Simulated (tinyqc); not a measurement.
Round or elliptic silicon nanowire with anisotropic valleys (Ritz method): sweeps and comparisons. A value that a table varies takes the place of the one given here.

Wire along x = [100] on a (001) wafer, y = [010], z = [001]. Valley groups, two valleys each (w = inverse masses): A, axis along z: w_y = 1/mt, w_z = 1/ml, m_x = mt; B, axis along y: w_y = 1/ml, w_z = 1/mt, m_x = mt; C, axis along x: w_y = w_z = 1/mt, m_x = ml.

Hard wall on the ellipse (y/a)^2 + (z/b)^2 = 1, c = hbar^2/2m0. With u = y/a, v = z/b the operator is -c [(w_y/a^2) d2/du2 + (w_z/b^2) d2/dv2] on the unit disc. Basis (1 - u^2 - v^2) u^i v^j; S, X and Y are the disc integrals of f f', (df/du)(df'/du) and (df/dv)(df'/dv), from the integral of u^p v^q = 2 Gamma((p+1)/2) Gamma((q+1)/2)/((p + q + 2) Gamma((p+q+2)/2)) for even p, q; H = c (w_y X/a^2 + w_z Y/b^2).

Converged values use 21 functions of each parity class (e or o in u, then in v).

Constants: hbar^2/2m0 = 3.80998211 eV angstrom^2.

Values chosen for the exercise (near those of a Si nanowire; not measured data):
- ml = 0.929 m0 (longitudinal mass)
- mt = 0.191 m0 (transverse mass)
- a = 40 angstrom (semi-axis along y)
- b = 40 angstrom (semi-axis along z)
- asp = (0.4, 0.6, 0.8, 1, 1.3, 1.8, 2.5) (ratios a/b)
- area = 50.3 nm^2 (cross-section, kept fixed)
- hw = 1.5 (height over mean width)

## Size of the basis

Lowest level of each group with 1, 3, 6 and 21 even functions.

Levels (meV):

| functions | A | B | C |
|---|---|---|---|
| 1 | 45.09 | 45.09 | 74.80 |
| 3 | 42.76 | 42.76 | 72.11 |
| 6 | 42.71 | 42.71 | 72.10 |
| 21 | 42.71 | 42.71 | 72.10 |

What does this show?

One function errs by 5.6 % for A, 5.6 % for B and 3.7 % for C, six by 0.00025, 0.00025 and 1.2e-05 meV. The error grows with the axis ratio of the stretched ellipse (2.21, 2.21, 1.00); for a circle it is 6/5.783 - 1 = 3.7 %.

## Flattening the wire at fixed area

a = sqrt(area x ratio/pi), b = a/ratio, 1 nm^2 = 100 angstrom^2; lowest level of each group.

Levels (eV):

| a/b | a (angstrom) | b (angstrom) | A | B | C |
|---|---|---|---|---|---|
| 0.4 | 25.3 | 63.3 | 0.0866 | 0.0329 | 0.1021 |
| 0.6 | 31.0 | 51.7 | 0.0616 | 0.0339 | 0.0811 |
| 0.8 | 35.8 | 44.7 | 0.0495 | 0.0377 | 0.0738 |
| 1.0 | 40.0 | 40.0 | 0.0427 | 0.0427 | 0.0721 |
| 1.3 | 45.6 | 35.1 | 0.0371 | 0.0509 | 0.0744 |
| 1.8 | 53.7 | 29.8 | 0.0333 | 0.0656 | 0.0841 |
| 2.5 | 63.3 | 25.3 | 0.0329 | 0.0866 | 0.1021 |

How do the results move?

Each group is lowest where its stretched ellipse is a circle, at a/b = sqrt(w_y/w_z): 2.21 for A, 0.45 for B and 1.00 for C. The lowest group is B in the first row and A in the last, A and B crossing at a/b = 1 by symmetry; B - A is -54 meV in the first row and +54 meV in the last.

## Shape of the cross-section

Equal area, hard walls, lowest level of -c (w_y d2/dy2 + w_z d2/dz2), c = hbar^2/2m0. Rectangle W x H with H/W = hw; ellipse with b/a = hw; trapezoid of height H, base W/0.8 and top 0.6 of the base; isosceles triangle of height H and base 2W. Ellipse, trapezoid and triangle by converged Ritz bases; 1 nm^2 = 100 angstrom^2.

Levels:

| shape | A (eV) | B (eV) | B - A (meV) |
|---|---|---|---|
| rectangle | 0.0641 | 0.0382 | -25.9 |
| ellipse | 0.0567 | 0.0350 | -21.7 |
| trapezoid | 0.0602 | 0.0389 | -21.2 |
| triangle | 0.0454 | 0.0514 | 6.0 |

W = 57.9 angstrom
H = 86.9 angstrom

How do the results move?

For group A the order is triangle, ellipse, trapezoid, rectangle, spanning 41 %. For group B the order is ellipse, rectangle, trapezoid, triangle, spanning 47 %. The ellipse lies below the rectangle for both groups, since corners hold little of the wave function. The triangle is lowest for A, whose light mass lies across the width and gains from the wide base. The spacing B - A of the valley groups runs from -26 to 6 meV.

## What each parameter does

Lowest level of groups A and B. Each row changes one parameter from the base and keeps the others.

Results:

| case | A (eV) | B (eV) | B - A (meV) |
|---|---|---|---|
| base | 0.0427 | 0.0427 | 0.0 |
| a = 43 angstrom | 0.0381 | 0.0416 | 3.5 |
| b = 38 angstrom | 0.0436 | 0.0464 | 2.8 |
| ml = 1.04 m0 | 0.0418 | 0.0418 | 0.0 |
| mt = 0.172 m0 | 0.0465 | 0.0465 | 0.0 |

What can be read from the table?

The largest shifts from the base row, up to three for each result and ties (the steps differ in size, so this ranks the rows, not the parameters). A (eV): a -0.0047, mt +0.0038, ml -0.0009, b +0.0009. B (eV): mt +0.0038, b +0.0037, a -0.0011. B - A (meV): a +3.5, b +2.8; unchanged at the printed digits by ml and mt.

Program tinyqc; command `OMP_NUM_THREADS=1 python tinyqc.py 1251513 1251514 out.jsonl`; about 0.02 s on one thread of a shared Intel(R) Xeon(R) Processor @ 2.30GHz.
